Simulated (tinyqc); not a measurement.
Crystal pulling from the melt: segregation, interface stability, heat balance and point-defect regime: one step, computed by the program tinyqc.

A dilute solute; steady pulling with a flat interface unless it is found unstable.

Problem. Constitutional supercooling. Liquidus slope per concentration (van 't Hoff): |m| = k_B T_m^2 (1 - k0)/L. Solute gradient at the interface: G_C = (V/D) C_s (1 - k0)/k0. Constitutional supercooling sets in when |m| G_C > G_L. Critical C_s from the equality.

Inputs (values chosen for the exercise, for a model semiconductor): equilibrium coefficient k0 = 0.24; diffusivity in the melt D = 0.00035 cm^2/s; pull rate V = 1.7 mm/min; gradient in the melt G_L = 9 K/cm; latent heat per volume L = 4110 J/cm^3; melting point T_m = 1685 K.

C_s = 3.055734e+17 1/cm^3

Constants: k_B = 1.380649e-23 J/K.

Give: |m|; |m| G_C; critical C_s; ratio |m| G_C/G_L.

Solution.

|m| = 7.249e-21 K cm^3

|m| G_C = 0.05678 K/cm

critical C_s = 4.843e+19 1/cm^3

ratio |m| G_C/G_L = 0.006309

The interface is stable by this test, with a margin of 160.
